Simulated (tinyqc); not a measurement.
Worked calculation: UKS/LDA (PW92) in the sto-3g basis, for H4+, spin multiplicity 2. One step of it, computed by the program tinyqc.

Problem. Iteration 2: building the Kohn-Sham matrix. J_ij = sum D_kl (ij|kl) with D = D(alpha) + D(beta); F = H + J + V_xc; E = tr D H + tr D J / 2 + E_xc + E_nn.

D(alpha) after iteration 1, order 1H 1s, 2H 1s, 3H 1s, 4H 1s:
$$\begin{pmatrix}
0.394305 & 0.253537 & -0.138537 & -0.372875 \\
0.253537 & 0.408746 & 0.208373 & -0.138537 \\
-0.138537 & 0.208373 & 0.408746 & 0.253537 \\
-0.372875 & -0.138537 & 0.253537 & 0.394305
\end{pmatrix}$$

D(beta) after iteration 1, order 1H 1s, 2H 1s, 3H 1s, 4H 1s:
$$\begin{pmatrix}
0.012297 & 0.061367 & 0.061367 & 0.012297 \\
0.061367 & 0.306246 & 0.306246 & 0.061367 \\
0.061367 & 0.306246 & 0.306246 & 0.061367 \\
0.012297 & 0.061367 & 0.061367 & 0.012297
\end{pmatrix}$$

core Hamiltonian H = T + V (hartree), order 1H 1s, 2H 1s, 3H 1s, 4H 1s:
$$\begin{pmatrix}
-1.108525 & -0.346647 & -0.072331 & -0.001949 \\
-0.346647 & -1.497650 & -0.927039 & -0.072331 \\
-0.072331 & -0.927039 & -1.497650 & -0.346647 \\
-0.001949 & -0.072331 & -0.346647 & -1.108525
\end{pmatrix}$$

Two-electron integrals (ij|kl) in chemists' order, unique and non-zero (hartree):
```
(11|11) 0.774606   (21|11) 0.105655   (21|21) 0.023229   (22|11) 0.316550
(22|21) 0.105655   (22|22) 0.774606   (31|11) 0.014542   (31|21) 0.003671
(31|22) 0.020079   (31|31) 0.000645   (32|11) 0.122678   (32|21) 0.039687
(32|22) 0.308386   (32|31) 0.008556   (32|32) 0.157038   (33|11) 0.199338
(33|21) 0.060932   (33|22) 0.477390   (33|31) 0.014542   (33|32) 0.308386
(33|33) 0.774606   (41|11) 0.000198   (41|21) 0.000059   (41|22) 0.000405
(41|31) 0.000012   (41|32) 0.000204   (41|33) 0.000405   (41|41) 2.84e-07
(42|11) 0.006727   (42|21) 0.001984   (42|22) 0.014542   (42|31) 0.000444
(42|32) 0.008556   (42|33) 0.020079   (42|41) 0.000012   (42|42) 0.000645
(43|11) 0.031602   (43|21) 0.008750   (43|22) 0.060932   (43|31) 0.001984
(43|32) 0.039687   (43|33) 0.105655   (43|41) 0.000059   (43|42) 0.003671
(43|43) 0.023229   (44|11) 0.122893   (44|21) 0.031602   (44|22) 0.199338
(44|31) 0.006727   (44|32) 0.122678   (44|33) 0.316550   (44|41) 0.000198
(44|42) 0.014542   (44|43) 0.105655   (44|44) 0.774606
```

nuclear repulsion = 1.69044143 hartree

V_xc(alpha) (hartree), order 1H 1s, 2H 1s, 3H 1s, 4H 1s:
$$\begin{pmatrix}
-0.367612 & -0.066948 & -0.012082 & -0.000252 \\
-0.066948 & -0.441287 & -0.208073 & -0.012082 \\
-0.012082 & -0.208073 & -0.441287 & -0.066948 \\
-0.000252 & -0.012082 & -0.066948 & -0.367612
\end{pmatrix}$$

V_xc(beta) (hartree), order 1H 1s, 2H 1s, 3H 1s, 4H 1s:
$$\begin{pmatrix}
-0.240455 & -0.055839 & -0.010934 & -0.000241 \\
-0.055839 & -0.423957 & -0.202451 & -0.010934 \\
-0.010934 & -0.202451 & -0.423957 & -0.055839 \\
-0.000241 & -0.010934 & -0.055839 & -0.240455
\end{pmatrix}$$

E_xc = sum of w rho eps_xc = -0.92041984 hartree

Give: Coulomb J; F(alpha); F(beta); total energy of this density.

Solution.

Coulomb J (hartree), order 1H 1s, 2H 1s, 3H 1s, 4H 1s:
$$\begin{pmatrix}
0.9431 & 0.2350 & 0.0456 & 0.0010 \\
0.2350 & 1.5216 & 0.7496 & 0.0456 \\
0.0456 & 0.7496 & 1.5216 & 0.2350 \\
0.0010 & 0.0456 & 0.2350 & 0.9431
\end{pmatrix}$$

F(alpha) (hartree), order 1H 1s, 2H 1s, 3H 1s, 4H 1s:
$$\begin{pmatrix}
-0.5331 & -0.1786 & -0.0388 & -0.0012 \\
-0.1786 & -0.4173 & -0.3855 & -0.0388 \\
-0.0388 & -0.3855 & -0.4173 & -0.1786 \\
-0.0012 & -0.0388 & -0.1786 & -0.5331
\end{pmatrix}$$

F(beta) (hartree), order 1H 1s, 2H 1s, 3H 1s, 4H 1s:
$$\begin{pmatrix}
-0.4059 & -0.1675 & -0.0377 & -0.0012 \\
-0.1675 & -0.4000 & -0.3799 & -0.0377 \\
-0.0377 & -0.3799 & -0.4000 & -0.1675 \\
-0.0012 & -0.0377 & -0.1675 & -0.4059
\end{pmatrix}$$

total energy of this density = -1.642368 hartree
